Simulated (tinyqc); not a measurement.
Film, cylinder and sphere at the same misfit: thermal stress, cracking, delamination and buckling of a thin film; Griffith cracks and misfitting inclusions. Computed by tinyqc, a small Python program. Command: `OMP_NUM_THREADS=1 python tinyqc.py 3024270 3024271 out.jsonl filmcrack walk`. One thread of a shared host (Intel(R) Xeon(R) Processor @ 2.30GHz), about 0.01 s of CPU time with the checks.

Isotropic linear elasticity; the substrate is much thicker than the film; stress is positive in tension.

Inputs (values chosen for the exercise, modelled on a silicon dioxide film on silicon):
```
quantity,value,unit
film Young's modulus E,68.7,GPa
film Poisson ratio nu,0.17,-
film expansion alpha_f,0.558,1e-6/K
substrate expansion alpha_s,3.4,1e-6/K
deposition temperature T_d,600,K
final temperature T,300,K
intrinsic stress,-32,MPa
film thickness h,0.39,micrometre
substrate Young's modulus E_s,154,GPa
substrate Poisson ratio nu_s,0.2,-
```

Method. Thermal strain = (alpha_f - alpha_s)(T_d - T); stress = E/(1 - nu) x strain + intrinsic stress; plane-strain modulus Ebar = E/(1 - nu^2); G0 = stress^2 h/(2 Ebar) is the energy freed per area when a long strip loses its stress across its width. Thermal misfit e alone, mean stress = trace/3 and largest difference of principal stresses inside. Film: E e/(1 - nu) in two directions, 0 in the third. Cylinder: s0 = (1 + nu) e/[(1 + nu)(1 - 2 nu)/E + (1 + nu_s)/E_s] twice and s_zz = E e + 2 nu s0. Sphere: e/[(1 - 2 nu)/E + (1 + nu_s)/(2 E_s)] three times.

thermal strain = -8.52600e-04

Stresses inside (MPa):
```
shape,s1,s2,s3,mean,largest difference
film,-70.571,-70.571,0.000,-47.047,70.571
cylinder,-52.413,-52.413,-76.394,-60.407,23.981
sphere,-63.141,-63.141,-63.141,-63.141,0.000
```

What follows from these numbers?

The mean stress in size is 47 MPa in the film, 60 in the cylinder and 63 in the sphere, while the largest difference, twice the largest shear stress, goes from 71 through 24 to 0. In a ductile solid shear can relax by slip and hydrostatic stress cannot.

Extremes, crossings and ranges named in words are read from the listed rows.
